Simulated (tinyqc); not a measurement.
Pillar capacitor in an array: capacitance, non-linearity, leakage and relaxation: two steps of the calculation.

A film between two metal electrodes, each interface adding a series capacitance ci. The small-signal permittivity is ek (1 + aq E^2); the field is found with the linear permittivity. Leakage J = J0 sinh(E/Ef). After a voltage step the film passes a relaxation current kr C V tt^(-nr), tt being the time in seconds. The sidewall is a coaxial capacitor with radii a = dm/2 and b = dm/2 + t, depth AR dm; the end face is left out.

Inputs (values chosen for the exercise); permittivity of the order of that of zirconium oxide:
- ek = 34.6 (relative permittivity of the film)
- t = 6.2 nm (film thickness)
- ci = 1000 uF/cm^2 (capacitance of each electrode interface (dead layer and screening))
- aq = 0.01 cm^2/MV^2 (quadratic field coefficient of the permittivity)
- V = 1.4 V (bias)
- J0 = 1.4e-10 A/cm^2 (leakage prefactor)
- Ef = 0.4 MV/cm (field for an e-fold rise of the leakage)
- dm = 24 nm (diameter of the pillar)
- AR = 50 (aspect ratio, depth over diameter)
- pt = 47 nm (pitch of the square array)
- rho = 380 uohm cm (resistivity of the inner electrode)

Constants: eps0 = 8.8541878128e-14 F/cm where lengths are in cm. Results are converted to the units shown.

Task 1. Planar capacitance, field and non-linearity. Planar film: Cf = eps0 ek/t, 1/C = 1/Cf + 2/ci, EOT = 3.9 eps0/C, effective permittivity C t/eps0, E = (V/t) C/Cf; quadratic coefficient [C(V)/C - 1]/V^2 with Cf (1 + aq E^2) in C(V).

Find: Cf; C; EOT; effective permittivity; E; quadratic coefficient; J.

Result 1.

Cf = 4.941 uF/cm^2
C = 4.893 uF/cm^2
EOT = 0.7058 nm
effective permittivity = 34.26
E = 2.236 MV/cm
quadratic coefficient = 2.525e4 ppm/V^2
J = 1.874e-8 A/cm^2

The interfaces take 0.979 % of the voltage.

Task 2. Cell capacitance, fields and time constant. Per length 1/c = ln(b/a)/(2 pi eps0 ek) + (1/a + 1/b)/(2 pi ci); cell capacitance c AR dm; per footprint over pt^2; fields c V/(2 pi eps0 ek r) at r = a and b; resistance of the inner electrode rho AR dm/(pi a^2); time constant R C/3 of the distributed line.

Find: a; b; cell capacitance; capacitance per footprint; field at a; field at b; R; R C/3.

Result 2.

a = 12.000 nm
b = 18.200 nm
cell capacitance = 5.4899 fF
capacitance per footprint = 248.52 uF/cm^2
field at a = 2.7728 MV/cm
field at b = 1.8282 MV/cm
R = 10.080 kohm
R C/3 = 18.446 ps

The array gives 50.8 times the planar capacitance per footprint; curvature makes the field at the inner electrode 1.24 times the planar value.

Numbers from tinyqc (`OMP_NUM_THREADS=1 python tinyqc.py 2102137 2102138 out.jsonl`; about 0.01 s on one thread of a shared Intel Xeon 2.30GHz).
